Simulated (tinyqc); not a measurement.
# Changing the layer thickness t

Model: four-point probe, van der Pauw, Hall and spreading-resistance readings of a semiconductor layer. Computed by tinyqc, a small Python program. Command: `OMP_NUM_THREADS=1 python tinyqc.py 3113699 3113700 out.jsonl probe sweep`. One thread of a shared host (Intel(R) Xeon(R) Processor @ 2.30GHz), about 0.01 s of CPU time with the checks.

The layer is uniform and ohmic; contacts are points unless a radius is given.

Inputs (values chosen for the exercise, modelled on n-type silicon): carrier density n = 1.2e+14 1/cm^3; drift mobility mu = 1330 cm^2/(V s); probe spacing s = 1.588 mm; current I = 0.4 mA.

Backing of the layer: insulating.

Constants: e = 1.602176634e-19 C.

Method:
- rho = 1/(e n mu); R_s = rho/t.
- Collinear probes with equal spacing on a layer with insulating backing: images at depth 2 m t give V = (rho I/(2 pi s)) G, G = 1 + 4 sum_(m>=1) [1/sqrt(1 + (2 m u)^2) - 1/sqrt(4 + (2 m u)^2)], u = t/s; the sum runs to m = 20000, with the tail 3/(32 u^3 M^2) added to the sum for M = 20000.
- Limits: thick, rho = 2 pi s V/I; thin on an insulator, rho = (pi/ln 2) t V/I.

One run for each value:
```
layer thickness t (micrometre)  voltage V (mV)       G  rho by the thick formula (ohm cm)  rho by the thin formula (ohm cm)
64                                      539.28  34.397                             1345.2                             39.11
120                                     287.61  18.345                              717.4                             39.11
220                                     156.88  10.007                              391.3                             39.11
420                                      82.18   5.242                              205.0                             39.11
780                                      44.35   2.829                              110.6                             39.20
1500                                     24.60   1.569                               61.4                             41.81
2700                                     17.93   1.144                               44.7                             54.86
5100                                     16.07   1.025                               40.1                             92.89
9500                                     15.74   1.004                               39.3                            169.46
```

Describe and explain the trends.

Over the rows, voltage V (mV) falls from 539 to 15.7 (exponent d ln y / d ln x -1.0 between the first rows and -0.033 between the last); G falls from 34.4 to 1.00 (exponent d ln y / d ln x -1.0 between the first rows and -0.033 between the last); rho by the thick formula (ohm cm) falls from 1350 to 39.3 (exponent d ln y / d ln x -1.0 between the first rows and -0.033 between the last). At the low end the exponent of voltage V is -1.00, close to -1: a thin layer, V = R_s I ln 2/pi.

Caution (rows 64.0): at such a voltage heating and injection at the probes disturb real readings; a smaller current would be used.
